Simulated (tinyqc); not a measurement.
Via and link resistance from two via chains.

Question. A chain of 2000 vias joined by 2000 metal links has R = 2000 (Rv + Rlink), with Rlink proportional to the link length. Find Rv, Rlink for length L, and the value of Rv that the short chain would give if the links were ignored.

resistance of chains of 2000 links with link lengths L and 3 L (ohm): [88000, 1.48e5]

Answer. R per link is a straight line in the link length; its intercept at zero length is Rv.

Rv = 29.00 ohm
Rlink = 15.00 ohm
Rv without correction = 44.00 ohm

Computed by the program tinyqc: `OMP_NUM_THREADS=1 python tinyqc.py 2750134 2750135 out.jsonl`, one thread of a shared Intel Xeon 2.30GHz, about 0.01 s for the whole run.
